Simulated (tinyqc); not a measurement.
States in the gap of a film: thin (001) film in sp3s* tight binding with raised dangling bonds.

Planes alternate anion (a), cation (c) along [001], a/4 apart, starting with an anion; zero in-plane momentum; levels counted from the bulk Ev, the lower root of [[Epa, Vxx], [Vxx, Epc]]; no spin-orbit coupling. Block of s, pz, s*: from an anion to the cation above, Vss/2 (s,s), Vsapc/2 (s,z), -Vscpa/2 (z,s), Vxx/2 (z,z), Vxapc/2 (s*,z), -Vpaxc/2 (z,s*); to the cation below the same with the s-z and s*-z signs reversed. Block of u = (px + py)/sqrt2 and v = (px - py)/sqrt2: to the cation above (Vxx + Vxy)/2 for u and (Vxx - Vxy)/2 for v, to the cation below the reverse. Each surface atom has two dangling sp3 hybrids; raising both by dl adds (dl/2) [[1, t], [t, 1]] to its s, pz levels (t = -1 at the bottom face, +1 at the top) and dl to the one of u, v in whose plane the missing bonds lie (v for a bottom anion or a top cation, u for a top anion).

Inputs chosen for the exercise (out of a larger set: near a published set for AlAs, fitted to gaps, whose masses and valley positions are rough; not measured data): p = (-7.599, 0.994, -1.155, 3.624, 7.562, 6.798, -6.608, 1.874, 4.285, 5.066, 5.554, 4.491, 5.051) eV (order Esa, Epa, Esc, Epc, Exa, Exc, Vss, Vxx, Vxy, Vsapc, Vscpa, Vxapc, Vpaxc); Nw = 30 (planes in the thicker film).

edges (eV): Gamma 2.95501, Delta 2.29432

Levels between 0 and the lower bulk edge, the largest weight on the two outer planes of both faces among them, and the nearest levels outside, for several shifts dl.

Film of Nw planes:

| dl (eV) | levels in the gap | at (eV) | surface weight | next above (eV) | next below (eV) |
|---|---|---|---|---|---|
| 0 | 3 | 0.064, 0.974, 1.356 | 0.85 | 2.3047 | -0.0287 |
| 1 | 3 | 0.323, 1.845, 1.949 | 0.89 | 2.3050 | -0.0287 |
| 2 | 1 | 0.716 | 0.66 | 2.3013 | -0.0287 |
| 3 | 1 | 1.189 | 0.72 | 2.3040 | -0.0287 |
| 5 | 1 | 2.152 | 0.70 | 2.3043 | -0.0287 |
| 10 | 0 | - | - | 2.3044 | -0.0287 |
| 30 | 0 | - | - | 2.3045 | -0.0287 |
| 100 | 0 | - | - | 2.3045 | -0.0287 |

Can the levels of the bare film be read as confined subbands?

No: with bare surfaces (dl = 0) 3 levels lie in the bulk gap, with up to 85 % of the weight on the four outer planes, two a face, where an even spread gives 13 %; these are dangling-bond states, not subbands. The reruns show the bulk gap clear from dl = 10 eV on, and at dl = 30 eV the next level above lies 0.0 meV from its value at 100 eV.

tinyqc: `OMP_NUM_THREADS=1 python tinyqc.py 1480890 1480891 out.jsonl`; about 0.4 s, one thread, shared Intel(R) Xeon(R) Processor @ 2.30GHz.
